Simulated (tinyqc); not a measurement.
# Non-linearity against on/off ratio

Worst-case read of an N x N array without selectors, ideal wires, unselected lines floating and all unselected cells in the low state with resistance K Ron: the sneak path is Rsn = K Ron [2/(N - 1) + 1/(N - 1)^2], in parallel with the selected cell Rc. A sense resistor Ron to ground gives Vout = Vr Ron/(Ron + Rc Rsn/(Rc + Rsn)); margin = [Vout(Rc = Ron) - Vout(Rc = ra Ron)]/Vr. Here N = 32; the columns give the margin for ra = 5, 100 and 1000.

Non-linearity against on/off ratio:
```
K     Rsn/Ron  margin, ra = 5 (%)  margin, ra = 100 (%)  margin, ra = 1000 (%)
1     0.06556              0.2818                0.3528                 0.3562
3      0.1967               1.797                 2.293                  2.317
10     0.6556               8.326                 11.08                  11.22
30      1.967               18.67                 25.99                  26.38
100     6.556               27.48                 39.56                  40.23
300     19.67               31.19                 45.50                  46.31
1000    65.56               32.67                 47.92                  48.78
3000    196.7               33.11                 48.64                  49.52
```

What does the comparison show, and why?

At K = 1 the margin is 0.282 % for ra = 5 and 0.356 % for ra = 1000: an on/off ratio 200 times larger gains a factor of only 1.26, because the sneak path (0.066 Ron) shunts the cell. Raising K to 3000 lifts the margin at ra = 100 from 0.353 to 48.6 %.

Computed by the program tinyqc: `OMP_NUM_THREADS=1 python tinyqc.py 2880016 2880017 out.jsonl`, one thread of a shared Intel Xeon 2.30GHz, about 0.02 s for the whole run.
